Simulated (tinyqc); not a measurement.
Inside a calculation. Method: tight binding, honeycomb lattice. One step of it, computed by the program tinyqc.

Question. Bloch Hamiltonian at k. H_AB = -t1 (1 + exp(-i k.a1) + exp(-i k.a2)); H_AA = delta - 2 t2 sum cos(k.b + phi), H_BB = -delta - 2 t2 sum cos(k.b - phi), b = a1, a2 - a1, -a2.

Parameters chosen for this model:

| parameter | value | unit |
|---|---|---|
| t1 | 1.980000 | eV, nearest |
| t2 | 0.040000 | eV, second neighbours |
| phi | 0 | rad, phase of t2 (Haldane) |
| delta | 0 | eV, +/- on A and B |

k point k (fractions of the reciprocal vectors): 0.490000  -0.380000

Give: H(k) at k.

Answer.

H(k) at k (eV):
```
                A               B
A          0.0834  1.4395-1.2311i
B  1.4395+1.2311i          0.0834
```
